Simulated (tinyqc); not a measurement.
UHF in the sto-6g basis, for BeH2, spin multiplicity 1, step by step (part 1 of 3). Computed by tinyqc, a small Python program that keeps every step (integrals from PySCF). Settings: charge = 0, multiplicity = 1, basis = sto-6g, energy threshold = 1e-08, iteration cap = 69, orthogonalisation = symmetric, start = core, DIIS depth = 3, method = UHF, break = 0.2. Command: `OMP_NUM_THREADS=1 python tinyqc.py 30770 30771 out.jsonl` (the two numbers bound the seeds that draw the settings). One thread of a shared host (Intel(R) Xeon(R) Processor @ 2.60GHz), about 0.1 s of CPU time with the checks. Later iterations appear only in the table of the cycle.

## One-electron integrals

Geometry (angstrom):
```
atom         x          y         z
Be    0.000000   0.000000  0.000000
H     0.000000   1.462000  0.000000
H     0.000000  -1.511000  0.000000
```

Basis sto-6g: exponents (1/bohr^2) and contraction coefficients of normalised primitives:
```
element  l (shell)    exponent  coefficient
Be           s (1)  312.870494     0.009164
Be           s (1)   57.364463     0.049361
Be           s (1)   16.048509     0.168538
Be           s (1)    5.513096     0.370563
Be           s (1)    2.140897     0.416492
Be           s (1)    0.881739     0.130334
Be           s (2)   13.633247    -0.013253
Be           s (2)    2.698375    -0.046992
Be           s (2)    0.838653    -0.033785
Be           s (2)    0.322660     0.250242
Be           s (2)    0.140131     0.595117
Be           s (2)    0.064233     0.240706
Be           p (3)   13.633247     0.003760
Be           p (3)    2.698375     0.037679
Be           p (3)    0.838653     0.173897
Be           p (3)    0.322660     0.418036
Be           p (3)    0.140131     0.425860
Be           p (3)    0.064233     0.101708
H            s (1)   35.523221     0.009164
H            s (1)    6.513144     0.049361
H            s (1)    1.822143     0.168538
H            s (1)    0.625955     0.370563
H            s (1)    0.243077     0.416492
H            s (1)    0.100112     0.130334
```

Overlap, kinetic and nuclear-attraction integrals over the contracted functions; the nuclear repulsion is the sum of Za Zb / Rab.

nuclear repulsion = 3.02667783 hartree

overlap S:
```
           1Be 1s    1Be 2s   1Be 2px    1Be 2py   1Be 2pz     2H 1s      3H 1s
1Be 1s   1.000000  0.254764  0.000000   0.000000  0.000000  0.054991   0.049295
1Be 2s   0.254764  1.000000  0.000000   0.000000  0.000000  0.412508   0.393783
1Be 2px  0.000000  0.000000  1.000000   0.000000  0.000000  0.000000   0.000000
1Be 2py  0.000000  0.000000  0.000000   1.000000  0.000000  0.488567  -0.472843
1Be 2pz  0.000000  0.000000  0.000000   0.000000  1.000000  0.000000   0.000000
2H 1s    0.054991  0.412508  0.000000   0.488567  0.000000  1.000000   0.022772
3H 1s    0.049295  0.393783  0.000000  -0.472843  0.000000  0.022772   1.000000
```

kinetic energy T (hartree):
```
            1Be 1s     1Be 2s   1Be 2px    1Be 2py   1Be 2pz      2H 1s      3H 1s
1Be 1s    6.768753  -0.207382  0.000000   0.000000  0.000000  -0.013569  -0.013070
1Be 2s   -0.207382   0.220121  0.000000   0.000000  0.000000   0.051699   0.045506
1Be 2px   0.000000   0.000000  0.661265   0.000000  0.000000   0.000000   0.000000
1Be 2py   0.000000   0.000000  0.000000   0.661265  0.000000   0.155181  -0.141264
1Be 2pz   0.000000   0.000000  0.000000   0.000000  0.661265   0.000000   0.000000
2H 1s    -0.013569   0.051699  0.000000   0.155181  0.000000   0.768522  -0.005895
3H 1s    -0.013070   0.045506  0.000000  -0.141264  0.000000  -0.005895   0.768522
```

nuclear attraction V (hartree):
```
             1Be 1s     1Be 2s    1Be 2px    1Be 2py    1Be 2pz      2H 1s      3H 1s
1Be 1s   -15.426962  -1.832166   0.000000  -0.001015   0.000000  -0.431249  -0.385339
1Be 2s    -1.832166  -2.981509   0.000000  -0.005512   0.000000  -1.162147  -1.092351
1Be 2px    0.000000   0.000000  -2.914910   0.000000   0.000000   0.000000   0.000000
1Be 2py   -0.001015  -0.005512   0.000000  -3.114435   0.000000  -1.349860   1.284589
1Be 2pz    0.000000   0.000000   0.000000   0.000000  -2.914910   0.000000   0.000000
2H 1s     -0.431249  -1.162147   0.000000  -1.349860   0.000000  -2.858592  -0.071835
3H 1s     -0.385339  -1.092351   0.000000   1.284589   0.000000  -0.071835  -2.813073
```

core Hamiltonian H = T + V (hartree):
```
            1Be 1s     1Be 2s    1Be 2px    1Be 2py    1Be 2pz      2H 1s      3H 1s
1Be 1s   -8.658209  -2.039548   0.000000  -0.001015   0.000000  -0.444818  -0.398409
1Be 2s   -2.039548  -2.761388   0.000000  -0.005512   0.000000  -1.110448  -1.046846
1Be 2px   0.000000   0.000000  -2.253644   0.000000   0.000000   0.000000   0.000000
1Be 2py  -0.001015  -0.005512   0.000000  -2.453170   0.000000  -1.194680   1.143324
1Be 2pz   0.000000   0.000000   0.000000   0.000000  -2.253644   0.000000   0.000000
2H 1s    -0.444818  -1.110448   0.000000  -1.194680   0.000000  -2.090069  -0.077729
3H 1s    -0.398409  -1.046846   0.000000   1.143324   0.000000  -0.077729  -2.044551
```

## Two-electron integrals

Functions are numbered as in S; the eight-fold symmetry (ij|kl) = (ji|kl) = (kl|ij) leaves the list below.

Two-electron integrals (ij|kl) in chemists' order, unique and non-zero (hartree):
```
(11|11) 2.299996    (21|11) 0.361879    (21|21) 0.071926    (22|11) 0.570332
(22|21) 0.139654    (22|22) 0.417773    (31|31) 0.015252    (32|31) 0.022555
(32|32) 0.092340    (33|11) 0.570332    (33|21) 0.139654    (33|22) 0.417773
(33|33) 0.450117    (41|41) 0.015252    (42|41) 0.022555    (42|42) 0.092340
(43|43) 0.024258    (44|11) 0.570332    (44|21) 0.139654    (44|22) 0.417773
(44|33) 0.401601    (44|44) 0.450117    (51|51) 0.015252    (52|51) 0.022555
(52|52) 0.092340    (53|53) 0.024258    (54|54) 0.024258    (55|11) 0.570332
(55|21) 0.139654    (55|22) 0.417773    (55|33) 0.401601    (55|44) 0.401601
(55|55) 0.450117    (61|11) 0.080232    (61|21) 0.015487    (61|22) 0.029955
(61|33) 0.029708    (61|41) 0.001533    (61|42) 0.002974    (61|44) 0.030449
(61|55) 0.029708    (61|61) 0.003527    (62|11) 0.192891    (62|21) 0.047983
(62|22) 0.156266    (62|33) 0.150372    (62|41) 0.006694    (62|42) 0.039416
(62|44) 0.168053    (62|55) 0.150372    (62|61) 0.011428    (62|62) 0.087124
(63|31) 0.004622    (63|32) 0.021049    (63|43) 0.006834    (63|63) 0.007978
(64|11) 0.207575    (64|21) 0.052289    (64|22) 0.177939    (64|33) 0.167488
(64|41) 0.010822    (64|42) 0.061431    (64|44) 0.198841    (64|55) 0.167488
(64|61) 0.013066    (64|62) 0.112870    (64|64) 0.150936    (65|51) 0.004622
(65|52) 0.021049    (65|54) 0.006834    (65|65) 0.007978    (66|11) 0.359922
(66|21) 0.091351    (66|22) 0.332155    (66|33) 0.308222    (66|41) 0.014971
(66|42) 0.113286    (66|44) 0.380022    (66|55) 0.308222    (66|61) 0.022509
(66|62) 0.235507    (66|64) 0.323823    (66|66) 0.774999    (71|11) 0.071762
(71|21) 0.013860    (71|22) 0.026838    (71|33) 0.026616    (71|41) -0.001373
(71|42) -0.002676   (71|44) 0.027281    (71|55) 0.026616    (71|61) 0.002857
(71|62) 0.008471    (71|64) 0.008874    (71|66) 0.015907    (71|71) 0.002825
(72|11) 0.180556    (72|21) 0.044962    (72|22) 0.147393    (72|33) 0.141742
(72|41) -0.006257   (72|42) -0.037498   (72|44) 0.158694    (72|55) 0.141742
(72|61) 0.008864    (72|62) 0.042596    (72|64) 0.044211    (72|66) 0.084933
(72|71) 0.009603    (72|72) 0.078918    (73|31) 0.004225    (73|32) 0.019497
(73|43) -0.006417   (73|63) 0.003011    (73|73) 0.007016    (74|11) -0.197041
(74|21) -0.049667   (74|22) -0.170026   (74|33) -0.160044   (74|41) 0.010084
(74|42) 0.058356    (74|44) -0.189989   (74|55) -0.160044   (74|61) -0.009433
(74|62) -0.044998   (74|64) -0.045040   (74|66) -0.088572   (74|71) -0.011109
(74|72) -0.103391   (74|74) 0.139498    (75|51) 0.004225    (75|52) 0.019497
(75|54) -0.006417   (75|65) 0.003011    (75|75) 0.007016    (76|11) 0.013034
(76|21) 0.003158    (76|22) 0.009456    (76|33) 0.009270    (76|41) -0.000006
(76|42) -0.000041   (76|44) 0.009828    (76|55) 0.009270    (76|61) 0.000682
(76|62) 0.003706    (76|64) 0.004327    (76|66) 0.008358    (76|71) 0.000612
(76|72) 0.003547    (76|74) -0.004212   (76|76) 0.000220    (77|11) 0.348611
(77|21) 0.088537    (77|22) 0.324579    (77|33) 0.301324    (77|41) -0.014151
(77|42) -0.110037   (77|44) 0.371091    (77|55) 0.301324    (77|61) 0.017252
(77|62) 0.088311    (77|64) 0.090578    (77|66) 0.177978    (77|71) 0.019516
(77|72) 0.223083    (77|74) -0.309697   (77|76) 0.008358    (77|77) 0.774999
```

## Orthogonalisation

S = U s U^T; symmetric (Loewdin) form X = U s^(-1/2) U^T, so that X^T S X = 1.

eigenvalues of S: 0.307424  0.411180  0.949116  1.000000  1.000000  1.653479  1.678802

X:
```
            1Be 1s     1Be 2s   1Be 2px    1Be 2py   1Be 2pz      2H 1s      3H 1s
1Be 1s    1.027276  -0.147921  0.000000  -0.000225  0.000000   0.018205   0.018764
1Be 2s   -0.147921   1.191135  0.000000   0.012282  0.000000  -0.268109  -0.245525
1Be 2px   0.000000   0.000000  1.000000   0.000000  0.000000   0.000000   0.000000
1Be 2py  -0.000225   0.012282  0.000000   1.278783  0.000000  -0.372823   0.352874
1Be 2pz   0.000000   0.000000  0.000000   0.000000  1.000000   0.000000   0.000000
2H 1s     0.018205  -0.268109  0.000000  -0.372823  0.000000   1.232874  -0.075119
3H 1s     0.018764  -0.245525  0.000000   0.352874  0.000000  -0.075119   1.208917
```

## Starting guess

The start is the orbitals of the core Hamiltonian, with HOMO and LUMO mixed by +/-0.2 rad for the two spins; D(s) = C_occ C_occ^T for each spin.

D(alpha) at the start:
```
            1Be 1s     1Be 2s    1Be 2px    1Be 2py    1Be 2pz      2H 1s      3H 1s
1Be 1s    1.065862  -0.250084  -0.041128  -0.000217   0.001338  -0.009053  -0.005063
1Be 2s   -0.250084   0.914758   0.175414  -0.002960  -0.005706   0.073837   0.055766
1Be 2px  -0.041128   0.175414   0.039428  -0.078008  -0.001283   0.015570   0.008133
1Be 2py  -0.000217  -0.002960  -0.078008   1.043889   0.002538  -0.018243   0.035269
1Be 2pz   0.001338  -0.005706  -0.001283   0.002538   0.000042  -0.000506  -0.000265
2H 1s    -0.009053   0.073837   0.015570  -0.018243  -0.000506   0.006394   0.004004
3H 1s    -0.005063   0.055766   0.008133   0.035269  -0.000265   0.004004   0.004708
```

D(beta) at the start:
```
            1Be 1s     1Be 2s    1Be 2px    1Be 2py    1Be 2pz      2H 1s      3H 1s
1Be 1s    1.065862  -0.250084   0.041128  -0.000217  -0.001338  -0.009053  -0.005063
1Be 2s   -0.250084   0.914758  -0.175414  -0.002960   0.005706   0.073837   0.055766
1Be 2px   0.041128  -0.175414   0.039428   0.078008  -0.001283  -0.015570  -0.008133
1Be 2py  -0.000217  -0.002960   0.078008   1.043889  -0.002538  -0.018243   0.035269
1Be 2pz  -0.001338   0.005706  -0.001283  -0.002538   0.000042   0.000506   0.000265
2H 1s    -0.009053   0.073837  -0.015570  -0.018243   0.000506   0.006394   0.004004
3H 1s    -0.005063   0.055766  -0.008133   0.035269   0.000265   0.004004   0.004708
```

## Iteration 1: building the Fock matrix

J_ij = sum D_kl (ij|kl) with D = D(alpha) + D(beta), K_ij = sum D_kl (ik|jl) for each spin; F = H + J - K(s); E = tr D H + tr D J / 2 - 0.5 sum_s tr D(s) K(s) + E_nn.

Coulomb J (hartree):
```
           1Be 1s    1Be 2s    1Be 2px    1Be 2py    1Be 2pz     2H 1s      3H 1s
1Be 1s   6.878170  1.272154   0.000000   0.000964   0.000000  0.279566   0.249968
1Be 2s   1.272154  2.793495   0.000000   0.006272   0.000000  1.035307   0.967633
1Be 2px  0.000000  0.000000   2.760936   0.000000  -0.000124  0.000000   0.000000
1Be 2py  0.000964  0.006272   0.000000   2.862435   0.000000  1.173588  -1.108341
1Be 2pz  0.000000  0.000000  -0.000124   0.000000   2.757114  0.000000   0.000000
2H 1s    0.279566  1.035307   0.000000   1.173588   0.000000  2.162894   0.064304
3H 1s    0.249968  0.967633   0.000000  -1.108341   0.000000  0.064304   2.082485
```

exchange K(alpha) (hartree):
```
            1Be 1s     1Be 2s    1Be 2px    1Be 2py    1Be 2pz      2H 1s      3H 1s
1Be 1s    2.354355   0.383863   0.005155   0.000260  -0.000168   0.093437   0.083785
1Be 2s    0.383863   0.524389   0.086790   0.006381  -0.002823   0.236443   0.214437
1Be 2px   0.005155   0.086790   0.137077  -0.031860  -0.000546   0.020082   0.042699
1Be 2py   0.000260   0.006381  -0.031860   0.556160   0.001036   0.247187  -0.223790
1Be 2pz  -0.000168  -0.002823  -0.000546   0.001036   0.120304  -0.000653  -0.001389
2H 1s     0.093437   0.236443   0.020082   0.247187  -0.000653   0.263233   0.007596
3H 1s     0.083785   0.214437   0.042699  -0.223790  -0.001389   0.007596   0.224135
```

exchange K(beta) (hartree):
```
            1Be 1s     1Be 2s    1Be 2px    1Be 2py    1Be 2pz      2H 1s      3H 1s
1Be 1s    2.354355   0.383863  -0.005155   0.000260   0.000168   0.093437   0.083785
1Be 2s    0.383863   0.524389  -0.086790   0.006381   0.002823   0.236443   0.214437
1Be 2px  -0.005155  -0.086790   0.137077   0.031860  -0.000546  -0.020082  -0.042699
1Be 2py   0.000260   0.006381   0.031860   0.556160  -0.001036   0.247187  -0.223790
1Be 2pz   0.000168   0.002823  -0.000546  -0.001036   0.120304   0.000653   0.001389
2H 1s     0.093437   0.236443  -0.020082   0.247187   0.000653   0.263233   0.007596
3H 1s     0.083785   0.214437  -0.042699  -0.223790   0.001389   0.007596   0.224135
```

F(alpha) (hartree):
```
            1Be 1s     1Be 2s    1Be 2px    1Be 2py    1Be 2pz      2H 1s      3H 1s
1Be 1s   -4.134394  -1.151257  -0.005155  -0.000310   0.000168  -0.258689  -0.232225
1Be 2s   -1.151257  -0.492283  -0.086790  -0.005620   0.002823  -0.311585  -0.293650
1Be 2px  -0.005155  -0.086790   0.370215   0.031860   0.000422  -0.020082  -0.042699
1Be 2py  -0.000310  -0.005620   0.031860  -0.146895  -0.001036  -0.268279   0.258773
1Be 2pz   0.000168   0.002823   0.000422  -0.001036   0.383166   0.000653   0.001389
2H 1s    -0.258689  -0.311585  -0.020082  -0.268279   0.000653  -0.190409  -0.021021
3H 1s    -0.232225  -0.293650  -0.042699   0.258773   0.001389  -0.021021  -0.186201
```

F(beta) (hartree):
```
            1Be 1s     1Be 2s    1Be 2px    1Be 2py    1Be 2pz      2H 1s      3H 1s
1Be 1s   -4.134394  -1.151257   0.005155  -0.000310  -0.000168  -0.258689  -0.232225
1Be 2s   -1.151257  -0.492283   0.086790  -0.005620  -0.002823  -0.311585  -0.293650
1Be 2px   0.005155   0.086790   0.370215  -0.031860   0.000422   0.020082   0.042699
1Be 2py  -0.000310  -0.005620  -0.031860  -0.146895   0.001036  -0.268279   0.258773
1Be 2pz  -0.000168  -0.002823   0.000422   0.001036   0.383166  -0.000653  -0.001389
2H 1s    -0.258689  -0.311585   0.020082  -0.268279  -0.000653  -0.190409  -0.021021
3H 1s    -0.232225  -0.293650   0.042699   0.258773  -0.001389  -0.021021  -0.186201
```

total energy of this density = -15.02763296 hartree

## Iteration 1: diagonalisation and new density

Diagonalise F' = X^T F X, C = X C', fill 3 alpha and 3 beta electrons from the bottom; D(s) = C_occ C_occ^T. Each column has its largest component positive (the first on a tie).

F' = X^T F X (alpha) (hartree):
```
           1          2          3          4          5          6          7
1  -4.039366  -0.622100   0.006369   0.000880  -0.000207  -0.034561  -0.025106
2  -0.622100  -0.077501  -0.086356   0.009178   0.002809  -0.267217  -0.242314
3   0.006369  -0.086356   0.370215   0.032097   0.000422  -0.010254  -0.017656
4   0.000880   0.009178   0.032097   0.205073  -0.001044  -0.370621   0.348401
5  -0.000207   0.002809   0.000422  -0.001044   0.383166   0.000334   0.000574
6  -0.034561  -0.267217  -0.010254  -0.370621   0.000334   0.110669  -0.080772
7  -0.025106  -0.242314  -0.017656   0.348401   0.000574  -0.080772   0.080797
```

orbital energies (alpha) (hartree): MO1 -4.137033, MO2 -0.340096, MO3 -0.318766, MO4 0.322631, MO5 0.383180, MO6 0.420594, MO7 0.702545

coefficients C (alpha):
```
               MO1        MO2        MO3        MO4       MO5        MO6        MO7
1Be 1s    0.992718  -0.213031   0.009200  -0.148128  0.000000  -0.157408  -0.013663
1Be 2s    0.028197   0.594086  -0.031829   0.783011  0.000000   0.771362   0.100737
1Be 2px   0.001647   0.102957  -0.043524   0.651100  0.032512  -0.748433   0.048618
1Be 2py   0.000010   0.029874   0.523193  -0.088627  0.000000  -0.020838   1.271237
1Be 2pz  -0.000054  -0.003349   0.001416  -0.021180  0.999471   0.024346  -0.001582
2H 1s    -0.002074   0.404678   0.378808  -0.513589  0.000000  -0.476113  -0.969077
3H 1s    -0.002361   0.362828  -0.426474  -0.672857  0.000000  -0.457197   0.822789
```

F' = X^T F X (beta) (hartree):
```
           1          2          3          4          5          6          7
1  -4.039366  -0.622100  -0.006369   0.000880   0.000207  -0.034561  -0.025106
2  -0.622100  -0.077501   0.086356   0.009178  -0.002809  -0.267217  -0.242314
3  -0.006369   0.086356   0.370215  -0.032097   0.000422   0.010254   0.017656
4   0.000880   0.009178  -0.032097   0.205073   0.001044  -0.370621   0.348401
5   0.000207  -0.002809   0.000422   0.001044   0.383166  -0.000334  -0.000574
6  -0.034561  -0.267217   0.010254  -0.370621  -0.000334   0.110669  -0.080772
7  -0.025106  -0.242314   0.017656   0.348401  -0.000574  -0.080772   0.080797
```

orbital energies (beta) (hartree): MO1 -4.137033, MO2 -0.340096, MO3 -0.318766, MO4 0.322631, MO5 0.383180, MO6 0.420594, MO7 0.702545

coefficients C (beta):
```
               MO1        MO2        MO3        MO4       MO5        MO6        MO7
1Be 1s    0.992718  -0.213031   0.009200  -0.148128  0.000000  -0.157408  -0.013663
1Be 2s    0.028197   0.594086  -0.031829   0.783011  0.000000   0.771362   0.100737
1Be 2px  -0.001647  -0.102957   0.043524  -0.651100  0.032512   0.748433  -0.048618
1Be 2py   0.000010   0.029874   0.523193  -0.088627  0.000000  -0.020838   1.271237
1Be 2pz   0.000054   0.003349  -0.001416   0.021180  0.999471  -0.024346   0.001582
2H 1s    -0.002074   0.404678   0.378808  -0.513589  0.000000  -0.476113  -0.969077
3H 1s    -0.002361   0.362828  -0.426474  -0.672857  0.000000  -0.457197   0.822789
```

D(alpha) after iteration 1:
```
            1Be 1s     1Be 2s    1Be 2px    1Be 2py    1Be 2pz      2H 1s      3H 1s
1Be 1s    1.030955  -0.098860  -0.020699  -0.001540   0.000673  -0.084783  -0.083562
1Be 2s   -0.098860   0.354746   0.062597   0.001095  -0.002036   0.228298   0.229059
1Be 2px  -0.020699   0.062597   0.012497  -0.019696  -0.000407   0.025174   0.055914
1Be 2py  -0.001540   0.001095  -0.019696   0.274623   0.000641   0.210279  -0.212289
1Be 2pz   0.000673  -0.002036  -0.000407   0.000641   0.000013  -0.000819  -0.001819
2H 1s    -0.084783   0.228298   0.025174   0.210279  -0.000819   0.307264  -0.014718
3H 1s    -0.083562   0.229059   0.055914  -0.212289  -0.001819  -0.014718   0.313530
```

D(beta) after iteration 1:
```
            1Be 1s     1Be 2s    1Be 2px    1Be 2py    1Be 2pz      2H 1s      3H 1s
1Be 1s    1.030955  -0.098860   0.020699  -0.001540  -0.000673  -0.084783  -0.083562
1Be 2s   -0.098860   0.354746  -0.062597   0.001095   0.002036   0.228298   0.229059
1Be 2px   0.020699  -0.062597   0.012497   0.019696  -0.000407  -0.025174  -0.055914
1Be 2py  -0.001540   0.001095   0.019696   0.274623  -0.000641   0.210279  -0.212289
1Be 2pz  -0.000673   0.002036  -0.000407  -0.000641   0.000013   0.000819   0.001819
2H 1s    -0.084783   0.228298  -0.025174   0.210279   0.000819   0.307264  -0.014718
3H 1s    -0.083562   0.229059  -0.055914  -0.212289   0.001819  -0.014718   0.313530
```
